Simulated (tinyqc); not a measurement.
Bulk transistor, scale length and short-channel effects: two steps of the calculation.

A gate, an insulator of thickness ti and a depleted layer of depth ts on a conducting body. Below threshold the potential that source and drain add obeys Laplace's equation and vanishes on the gate and at the bottom of the depleted layer. Its lowest mode decays along the channel as exp(-k y); k is the smallest positive root of the matching condition at the interface, and the scale length is Lambda = pi/k.

Inputs (values chosen for the exercise); permittivities: semiconductor close to that of germanium, insulator close to that of zirconium oxide: temperature T = 300 K; relative permittivity of the semiconductor eps_r = 15.8; relative permittivity of the insulator ei = 24.8; insulator thickness ti = 3 nm; depletion depth ts = 28 nm; channel length L = 67 nm; potential of the source Vbi = 1.04 V; potential of the barrier top at threshold sT = 0.41 V; long-channel threshold VTL = 0.26 V; long-channel body factor m = 1.07; drain voltage Vds = 1 V.

Constants: q = 1.602176634e-19 C, kB = 1.380649e-23 J/K, Vt = kB T/q. Results are converted to the units shown.

Task 1. Decay constant by Newton steps. f(k) = eps_r sin(k ti) cos(k ts) + ei cos(k ti) sin(k ts); f' by a central difference with +/- 1e-5 1/nm; k(new) = k - f/f'.

k at the start = 0.11375000 1/nm

Give: f; f'; k after iteration 1.

Result 1.

f = -6.297
f' = -690.9 nm
k after iteration 1 = 0.1046 1/nm

Task 2. Threshold shift, barrier position and swing. Along the channel psi(y) = s + a exp(y/l) + b exp(-y/l) with psi(0) = Vbi, psi(L) = Vbi + Vds and l = 1/k = Lambda/pi; with A = Vbi - s, B = A + Vds, x = exp(-L/l): a = (B - A x) x/(1 - x^2), b = (A - B x)/(1 - x^2). The minimum is s + 2 sqrt(a b), at y = (l/2) ln(b/a). The long-channel potential follows the gate as s = sT + (Vg - VTL)/m, and the threshold VT is the gate voltage at which the minimum equals sT. Swing = m Vt ln 10/g at threshold, g = d(minimum)/ds = 1 - (b x + a)/((1 + x) sqrt(a b)).

l = 9.5331756 nm

Wanted: s at threshold; a; b; position of the minimum; VT; swing.

Result 2.

s at threshold = 0.34548 V
a = 0.0015019 V
b = 0.69302 V
position of the minimum = 29.240 nm
VT = 0.19096 V
swing = 68.161 mV/decade

The threshold lies 69.0 mV below the long-channel value, and the barrier top sits at 0.44 L from the source.

Numbers from tinyqc (`OMP_NUM_THREADS=1 python tinyqc.py 2420081 2420082 out.jsonl`; about 0.01 s on one thread of a shared Intel Xeon 2.30GHz).
